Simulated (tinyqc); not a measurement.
Band offset from the macroscopic average of a supercell potential: sweeps and comparisons. A value that a table varies takes the place of the one given here.

A model of the planar-averaged electrostatic energy of an electron in a periodic cell of N1 periods of A (L1 = N1 n1 h) and N2 periods of B (L2 = N2 n2 h), on z_j = j h: V(z) = f VA + (1 - f) VB + F t(z), VA = V1[0] + V1[1] cos(2 pi z/(n1 h)) + V1[2] cos(4 pi z/(n1 h)), VB the same with V2, n2 and z - L1. f = [tanh(z/w) - tanh((z - L1)/w) + tanh((z - L1 - L2)/w)]/2 + 1/2; t(z) = z - L1/2 in A and (L1/L2)(L1 + L2/2 - z) beyond, so that the cell is periodic.

Running mean over n points, periodic: for odd n the plain mean of the n points centred on j; for even n the n + 1 points with half weight at both ends. The macroscopic average applies the mean over n1 points and then over n2 points.

dEv = Ev(A) - Ev(B) = Ev1 - (dV + Ev2); dEc = Ec(B) - Ec(A) = Eg2 - Eg1 - dEv. The correction of a gap, c = Eg[1] - Eg[0], lowers the valence top by fv c and leaves dV, a ground-state quantity, as it is. Type I: dEv and dEc of one sign; II: opposite signs; III: no overlap of the gaps.

Values chosen for the exercise (gaps near those of Si and SiO2; not measured data): h = 0.35 angstrom (grid step); n1 = 6 (grid points per period of A); n2 = 7 (grid points per period of B); V1 = (-8.11, 1.17, -1) eV (mean and two harmonics of the potential in A); V2 = (-6.36, 1.69, -0.62) eV (the same in B); w = 0.54 angstrom (width of the interfaces); N1 = 5 (periods of A); N2 = 4 (periods of B); F = 0 eV/angstrom (slope in A from opposite charges on the two interfaces); Ev1 = 2.17 eV (valence top of bulk A above its mean potential); Eg1 = (0.59, 1.11) eV (gap of A: semi-local value, corrected value); Ev2 = -2.28 eV (valence top of bulk B above its mean potential); Eg2 = (5.33, 8.86) eV (gap of B: semi-local value, corrected value).

## How thick the regions must be

N1 = N2 = N, no slope (F = 0); dV is read at j = floor(N n1/2) and N n1 + floor(N n2/2). The exact value is V2[0] - V1[0].

Results:
```
N  L1 (angstrom)  dV (eV)  error (meV)
1           2.10   0.5143     -1235.72
2           4.20   1.6771       -72.85
3           6.30   1.7470        -2.98
4           8.40   1.7500        -0.03
5          10.50   1.7500         0.00
6          12.60   1.7500         0.00
```

The error is below 10 meV from N = 3 on. The two windows together span 4.55 angstrom and must fit between the interface tails, which fall as exp(-2 z/w); the errors at N = 2, 3 and 4 are -72.85, -2.98 and -0.03 meV.

## The choice of windows

dV read at j = 15 and 44 after means over the numbers of points listed; ripple is the spread over the five points around each.

Results:
```
windows  dV (eV)  ripple in A (meV)  ripple in B (meV)
none       4.990               3255               1009
6 only     2.068                  0                433
7 only     1.726                167                  0
7, 8       1.790                 60                  0
6, 7       1.750                  0                  0
```

Which rows can be used, and how does a wrong window show?

The last row matches both periods and lies 0 meV from the value of a thick cell, V2[0] - V1[0] = 1.750 eV. Against it the raw potential errs by +3.24 eV. No other row is within 20 meV of it. A window one point too long leaves a ripple of 167 meV in A, against 0 meV in the last row: the ripple is the sign to look for. Rows to use, with under 30 meV of ripple in both regions once the tilt is taken off: 6, 7. A row with a large ripple can hit the right value only by chance.

## Where the gap correction goes

dV = B - A = 1.7500 eV

fv1 and fv2 are varied.

Offsets (eV):
```
fv1  fv2    dEv    dEc
0.0  0.0  2.700  5.050
0.5  0.5  4.205  3.545
1.0  1.0  5.710  2.040
0.0  1.0  6.230  1.520
1.0  0.0  2.180  5.570
0.3  0.7  5.015  2.735
```

dEv + dEc = 7.750 eV in every row, but dEv alone spans 4.05 eV, the sum of the two corrections. A scissor on the conduction bands alone (first row) keeps the semi-local dEv; with equal shares fv the shift is fv times the difference of the corrections, +3.01 eV, against their sum of 4.05 eV: little of the error cancels even if the shares are alike.

Program tinyqc; command `OMP_NUM_THREADS=1 python tinyqc.py 1850880 1850881 out.jsonl`; about 0.01 s on one thread of a shared Intel(R) Xeon(R) Processor @ 2.30GHz.
